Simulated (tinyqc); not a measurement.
Effective-mass impurity with a central-cell term, in a basis of Slater functions: one step, computed by the program tinyqc.

The envelope obeys H = -nabla^2 - (2/r) [Z + A exp(-kappa r)] in effective units, with kappa = a*/lambda; positive A deepens the well near the core.

Task: Generalised eigenproblem. (T + V + W) c = E S c with c^T S c = 1 and the largest component positive.

Impurity: donor, one isotropic band.

kinetic T (Ry*):
```
           1          2
1     0.1369  0.2589988
2  0.2589988   0.998001
```

Coulomb V (Ry*):
```
            1           2
1       -0.74  -0.9592546
2  -0.9592546      -1.998
```

central cell W (Ry*):
```
               1             2
1  -2.711777e-04  -0.001199528
2   -0.001199528  -0.005306019
```

overlap S:
```
          1         2
1  1.000000  0.700697
2  0.700697  1.000000
```

Give: two lowest levels; coefficients of the lowest state; <T>; <W>.

Result:

two lowest levels (Ry*): -1.005  -0.224

coefficients of the lowest state: -0.007  1.005

<T> = 1.005 Ry*

<W> = -0.005343 Ry*
